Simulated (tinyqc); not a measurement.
## Gate work function from the charge

Inverse problem. For an undoped double gate, Q = 8 eps0 eps_r Vt beta tan(beta)/ts with 0 < beta < pi/2, and at the source (Vg - dphi)/(2 Vt) - ln[(2/ts) sqrt(2 eps0 eps_r Vt/(q ni))] = ln(beta) - ln(cos beta) + 2 r beta tan(beta), r = eps_r tox/(eox ts). Find beta and dphi.

Inputs (values chosen for the exercise); material values close to those of silicon: temperature T = 300 K; relative permittivity of the semiconductor eps_r = 11.9; relative permittivity of the gate insulator eox = 9.2; insulator thickness tox = 2 nm; body thickness ts = 15 nm; gate voltage Vg = 0.17 V.

Constants: q = 1.602176634e-19 C, kB = 1.380649e-23 J/K, Vt = kB T/q, eps0 = 8.8541878128e-14 F/cm where lengths are in cm. Results are converted to the units shown.

Qs = 0.89501097 nC/cm^2
ni = 1.0737373e10 cm^-3

Answer. beta tan(beta) rises from 0 without bound on the interval, so the charge fixes beta; the second relation is then explicit in dphi.

beta = 0.07841
dphi = -0.1600 V

tinyqc, about 0.01 s, one thread, Intel Xeon 2.30GHz (shared host): `OMP_NUM_THREADS=1 python tinyqc.py 2440098 2440099 out.jsonl`
